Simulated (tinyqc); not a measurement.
Strain-driven roughening and islands of a mismatched epitaxial film: one step, computed by the program tinyqc.

Film and substrate share isotropic elastic constants; the film is coherent and biaxially strained.

Problem. Island nucleation. Shallow faceted island (Tersoff form): E = 4 Gam V^(2/3) tan^(1/3)(theta) - 6 c V tan(theta), Gam = gamma [x/sin(theta) - 1/tan(theta)], x the facet energy over gamma, c = stress^2 (1 - nu)/(2 pi G). The barrier is the maximum of E, at V_c = [4 Gam/(9 c)]^3 / tan^2(theta) (1 GPa nm = 1 J/m^2).

Inputs (values chosen for the exercise, modelled on GaN on AlN):
```
quantity                                    value     unit
shear modulus G                               118      GPa
Poisson ratio nu                              0.2        -
surface energy gamma                         1.82    J/m^2
contact angle of the shallow shape theta_1   10.7  degrees
contact angle of the steep shape theta_2     29.7  degrees
facet energy of shape 1 over gamma          1.005        -
facet energy of shape 2 over gamma          1.003        -
```

stress = 8.5314 GPa

Constants: e = 1.602176634e-19 C.

Give: c; Gam of shape 1; critical volume, shape 1; barrier, shape 1; Gam of shape 2; critical volume, shape 2; barrier, shape 2.

Solution.

c = 0.078536 GPa

Gam of shape 1 = 0.21945 J/m^2

critical volume, shape 1 = 53.648 nm^3

barrier, shape 1 = 14.907 eV

Gam of shape 2 = 0.49358 J/m^2

critical volume, shape 2 = 66.986 nm^3

barrier, shape 2 = 56.187 eV

The shallow shape has the lower barrier. Each barrier is a third of the surface term at V_c and scales as Gam^3/c^2, that is as f^(-4).
